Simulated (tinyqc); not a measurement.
# MOS structure on a p-type body, non-linear Poisson equation by Newton steps: effects of single changes

One dimension, insulator interface at x = 0, acceptor density Na, uniform, net doping C = -(acceptor density). psi is counted from the intrinsic level: n = ni exp((psi - Vb)/Vt), p = ni exp(-psi/Vt); deep in the body psi_b = -Vt ln(Na/ni). The gate acts through Cox = eps0 eox/tox and has the potential psi_G = Vg - (phiM - chi - Vt ln(Nc/ni)). Boltzmann statistics, full ionisation, classical densities, no oxide or interface charge.

Parameters, values chosen for the exercise; band and dielectric values close to those of silicon:
- T = 300 K (temperature)
- Eg = 1.12 eV (band gap)
- eps_r = 11.9 (relative permittivity)
- Nc = 2.79e19 cm^-3 (conduction-band density of states at T)
- Nv = 2.62e19 cm^-3 (valence-band density of states at T)
- chi = 4 eV (electron affinity)
- Na = 3.9e16 cm^-3 (acceptor density deep in the body)
- eox = 9.04 (relative permittivity of the gate insulator (close to aluminium oxide))
- tox = 14 nm (insulator thickness)
- phiM = 4.12 eV (gate work function)
- Vb = 1.4 V (electron quasi-Fermi potential against the body)

Constants: q = 1.602176634e-19 C, kB = 1.380649e-23 J/K, Vt = kB T/q, eps0 = 8.8541878128e-14 F/cm where lengths are in cm. Results are converted to the units shown.

Each table varies one quantity; the others keep the values above.

## Charge and capacitance against gate voltage

ni = sqrt(Nc Nv) exp(-Eg/(2 Vt)), Eg in volts. The Poisson equation d/dx(eps0 eps_r dpsi/dx) = -q (p - n + C), with eps0 eps_r dpsi/dx = -Cox (psi_G - psi_0) at x = 0, is solved on a mesh of about 600 nodes or more. N_inv is the integral of n less its value deep in the body. C_LF = Cox (1 - dpsi_0/dVg) with all carriers following; C_HF is the same with the electron quasi-Fermi level shifting uniformly so that N_inv stays fixed. The centroid is that of the same excess.

Charge and capacitance against gate voltage:

| Vg (V) | psi_0 - psi_b (V) | N_inv (cm^-2) | C_LF/Cox | C_HF/Cox | centroid (nm) |
|---|---|---|---|---|---|
| 1.34 | 1.90 | 1.13e5 | 0.0683 | 0.0683 | 1.76 |
| 1.49 | 2.04 | 2.43e7 | 0.0663 | 0.0661 | 1.70 |
| 1.65 | 2.18 | 7.10e9 | 0.126 | 0.0639 | 1.63 |
| 1.8 | 2.27 | 2.03e11 | 0.674 | 0.0629 | 1.53 |
| 1.95 | 2.31 | 6.15e11 | 0.846 | 0.0626 | 1.40 |
| 2.11 | 2.33 | 1.11e12 | 0.900 | 0.0626 | 1.28 |
| 2.26 | 2.34 | 1.60e12 | 0.924 | 0.0625 | 1.19 |
| 2.41 | 2.35 | 2.10e12 | 0.938 | 0.0625 | 1.11 |
| 2.56 | 2.36 | 2.60e12 | 0.948 | 0.0625 | 1.04 |
| 2.72 | 2.37 | 3.15e12 | 0.955 | 0.0625 | 0.975 |

Read the table: what changes, and by how much?

N_inv goes from 1.13e5 to 3.15e12 cm^-2 and passes 2e11 cm^-2 at Vg = 1.80 V. Below threshold it takes 64.9 mV a decade between Vg = 1.49 and 1.65 V, against Vt ln 10 = 59.5 mV. C_LF/Cox is lowest, 0.0663, at Vg = 1.49 V among the rows listed and ends at 0.955, while C_HF/Cox ends at 0.0625. Between the last two rows q dN_inv/dVg is 0.951 Cox. Where the classical centroid is under about 2 nm, confinement would move the charge away from the interface and raise the threshold. Above about 2e12 cm^-2 degeneracy matters too.

## Effect of the insulator thickness on threshold, swing and body effect

VT is the Vg at which N_inv = 2e11 cm^-2. m = 1/(dpsi_0/dVg) at N_inv = 1e8 cm^-2; the swing is the Vg between N_inv = 1e8 and 1e9 cm^-2; body coefficient [VT(Vb + 0.05 V) - VT(Vb)]/0.05 V - 1.

The same in every row: psi_0 - psi_b at VT (V) = 2.27.

Results:

| tox (nm) | VT (V) | m - 1 | swing (mV/decade) | body coefficient |
|---|---|---|---|---|
| 3.5 | 1.53 | 0.0178 | 61.0 | 0.0221 |
| 5.1 | 1.57 | 0.0259 | 61.5 | 0.0297 |
| 7.5 | 1.63 | 0.0381 | 62.3 | 0.0412 |
| 11 | 1.72 | 0.0559 | 63.4 | 0.0580 |
| 16 | 1.85 | 0.0814 | 65.0 | 0.0819 |
| 35 | 2.33 | 0.178 | 71.0 | 0.173 |

Estimate the missing row, tox = 24 nm.

Computed row:

| tox (nm) | VT (V) | m - 1 | swing (mV/decade) | body coefficient |
|---|---|---|---|---|
| 24 | 2.05 | 0.122 | 67.5 | 0.120 |

With this row back in the table: As tox goes from 3.5 to 35, VT rises from 1.53 to 2.33 V, the swing rises from 61.0 to 71.0 mV/decade and the body coefficient rises from 0.0221 to 0.173. The swing stays within 1.2 % of m Vt ln 10, and the body coefficient within 0.0051 of m - 1.

Computed by the program tinyqc: `OMP_NUM_THREADS=1 python tinyqc.py 2080061 2080062 out.jsonl`, one thread of a shared Intel Xeon 2.30GHz, about 0.4 s for the whole run.
